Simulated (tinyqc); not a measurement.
Thermal, flicker and telegraph noise of a field-effect transistor: one step, computed by the program tinyqc. Command: `OMP_NUM_THREADS=1 python tinyqc.py 3007561 3007562 out.jsonl noise walk`. One thread of a shared host (Intel(R) Xeon(R) Processor @ 2.30GHz), about 0.01 s of CPU time with the checks.

Strong inversion, threshold roll-off and channel-length modulation left out; noise sources are uncorrelated and are given as one-sided spectral densities. The drain voltage is 50 mV.

Task: Operating point. C_ox = 3.9 eps_0/t; I = mu C_ox (W/L) V_ov V_D; g_m = I/V_ov; g_d0 = I/V_D.

Inputs (values chosen for the exercise, modelled on a high-k silicon transistor):
```
quantity                      value        unit
width W                          12  micrometre
length L                        480          nm
electrical oxide thickness t    2.1          nm
mobility mu                     390  cm^2/(V s)
overdrive V_ov                 0.49           V
```

Operating region: linear. Flicker model: number fluctuation.

Constants: eps_0 = 8.8541878128e-12 F/m.

Give: C_ox; drain current I; g_m; g_d0.

Result:

C_ox = 1.6443 microfarad/cm^2

drain current I = 392.79 microampere

g_m = 801.62 microsiemens

g_d0 = 7855.9 microsiemens
